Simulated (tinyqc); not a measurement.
Donor in an ellipsoidal valley (Kohn-Luttinger variational method): one step, computed by the program tinyqc. Command: `OMP_NUM_THREADS=1 python tinyqc.py 3011215 3011216 out.jsonl kohnlutt walk`. One thread of a shared host (Intel(R) Xeon(R) Processor @ 2.30GHz), about 0.05 s of CPU time with the checks.

H = -(d^2/dx^2 + d^2/dy^2) - gamma d^2/dz^2 - 2/r in units built on m_t, with gamma = m_t/m_l and z along the valley axis. One valley; no valley-orbit or central-cell term.

Question. Energy at a trial ratio. Trial function exp(-sqrt((x^2 + y^2)/a^2 + z^2/b^2)) with beta = b/a < 1: E = t/a^2 - u/a, t = (2 + gamma/beta^2)/3, u = 2 arcsin(sqrt(1 - beta^2))/sqrt(1 - beta^2); the best a is 2 t/u and E(beta) = -u^2/(4 t).

Inputs (values chosen for the exercise, for a model semiconductor): trial ratio b/a = 0.52.

gamma = 0.1085960

Give: t; u; best a; E(beta).

Answer.

t = 0.8005

u = 2.398

best a = 0.6678 a*

E(beta) = -1.795 Ry*
